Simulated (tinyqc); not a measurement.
Comparisons within one model: optical transitions of a finite quantum well. A value that a table varies takes the place of the one given here.

Each carrier sees a square well of width L with its own depth V and masses m (inside), mb (outside); c = hbar^2/2m0, k = sqrt(m E/c), kappa = sqrt(mb (V - E)/c), and level n solves k L + 2 atan[(k/m)/(kappa/mb)] = n pi. The envelope is cos(kz) for odd n and sin(kz) for even n inside, joins exp(-kappa (|z| - L/2)) outside, and is normalised to 1. Excitons and band mixing are left out.

Constants: hbar^2/2m0 = 3.80998211 eV angstrom^2; e^2/(4 pi eps0) = 14.39964547 eV angstrom; hc = 1239.841984 eV nm.

Inputs chosen for the exercise (near those of an InGaAs well in InP; shifted at random, so the results belong to these values and not to a real crystal): L = 141 angstrom (well width); Vc = 0.236 eV (conduction offset); me = 0.0409 m0 (electron, well); meb = 0.0799 m0 (electron, barrier); eps = 11.6 (background dielectric constant); Nss = (0.089, 0.22, 0.45, 0.89, 1.3, 1.8, 2.7) x 1e12/cm^2 (sheet densities); Eg = 0.812 eV (gap of the well); Vv = 0.332 eV (valence offset); mh = 0.378 m0 (heavy hole along z, well); mhb = 0.516 m0 (heavy hole, barrier); ml = 0.0517 m0 (light hole along z, well); mlb = 0.122 m0 (light hole, barrier); Ls = (36, 56, 66, 81, 107, 160, 202) angstrom (widths).

## Depolarisation shift

The collective line lies at E12 sqrt(1 + a), a = 8 pi q (n1 - n2) S/(eps E12), q = e^2/(4 pi eps0), S = integral over z of (integral up to z of psi_1 psi_2)^2. Zero temperature with the mass me in both subbands: n1 - n2 = Ns until Ns reaches D E12, D = me/(2 pi c), and D E12 beyond. 1e12/cm^2 = 1e-4/angstrom^2; exchange and the static band bending by the charge are left out.

Line position:
```
Ns (1e12/cm^2)  n1 - n2       a  line (meV)  shift (meV)
0.089             0.089  0.0413       74.76         1.50
0.22              0.220  0.1020       76.91         3.65
0.45              0.450  0.2086       80.55         7.28
0.89              0.890  0.4126       87.08        13.81
1.3               1.252  0.5803       92.10        18.84
1.8               1.252  0.5803       92.10        18.84
2.7               1.252  0.5803       92.10        18.84
```

S = 10.887 angstrom
E12 = 73.27 meV

The upward shift grows from 1.50 to 18.84 meV, 25.7 % of E12 at most. It stops moving once e2 starts to fill, at Ns = 1.25 e12/cm^2. For small a the shift is a E12/2, linear in Ns; in the last row that rule gives 21.26 meV. S/L = 0.0772, against 5/(9 pi^2) = 0.0563 for hard walls.

## Width of the well

Edge wavelength hc/(Eg + e1 + hh1), squared e1-hh1 overlap, lh1 - hh1, and the 1-2 intersubband energy with f_12 = (m1/c) E12 z_12^2, 1/m1 = <1|1/m|1> (dash: e2 unbound).

Results:
```
L (angstrom)  edge (nm)  overlap^2  lh1 - hh1 (meV)  E12 (meV)   f_12
36               1280.0     0.8038             76.4          -      -
56               1363.4     0.8735             52.6          -      -
66               1390.0     0.8937             44.4      169.1  0.538
81               1419.2     0.9153             35.1      148.4  0.939
107              1451.5     0.9390             24.7      107.6  0.974
160              1484.4     0.9639             14.0       60.7  0.967
202              1497.3     0.9741              9.7       42.2  0.963
```

The edge tunes from 1280 to 1497 nm, towards hc/Eg = 1527 nm, while the overlap goes from 0.804 to 0.974. e2 binds at L = pi sqrt(c/(me Vc)) = 62.4 angstrom; f_12 starts from zero there and is 0.538 at 66 angstrom, the rest going to the continuum; among the widths listed it peaks at 0.974 (107 angstrom) and is 0.963 in the widest well, against 0.961 for hard walls.

## What each parameter does

Edge wavelength hc/(Eg + e1 + hh1), squared overlap of e1 and hh1, and the confinement energies. Each row changes one parameter from the base and keeps the others.

Results:
```
case              edge (nm)  overlap^2  e1 (meV)  hh1 (meV)
base                 1475.7     0.9572      24.0        4.2
L = 155 angstrom     1482.3     0.9623      20.9        3.5
Eg = 0.828 eV        1448.1     0.9572      24.0        4.2
Vc = 0.201 eV        1477.5     0.9495      22.9        4.2
Vv = 0.398 eV        1475.6     0.9543      24.0        4.3
me = 0.045 m0        1477.6     0.9628      22.9        4.2
mh = 0.321 m0        1474.6     0.9617      24.0        4.8
meb = 0.0959 m0      1477.6     0.9542      22.9        4.2
```

The largest shifts from the base row, up to three for each result and ties (the steps differ in size, so this ranks the rows, not the parameters). edge (nm): Eg -27.6, L +6.7, me +1.9, meb +1.9, Vc +1.9. overlap^2: Vc -0.0077, me +0.0056, L +0.0051; unchanged at the printed digits by Eg. e1 (meV): L -3.1, me -1.1, meb -1.1, Vc -1.1; unchanged at the printed digits by Eg, Vv and mh. hh1 (meV): L -0.7, mh +0.6, Vv +0.1; unchanged at the printed digits by Eg, Vc, me and meb.

Computed by tinyqc, a small Python program: `OMP_NUM_THREADS=1 python tinyqc.py 1252146 1252147 out.jsonl` (the numbers bound the seed that draws the inputs); one thread of a shared host (Intel(R) Xeon(R) Processor @ 2.30GHz), about 0.3 s for the whole set of steps.
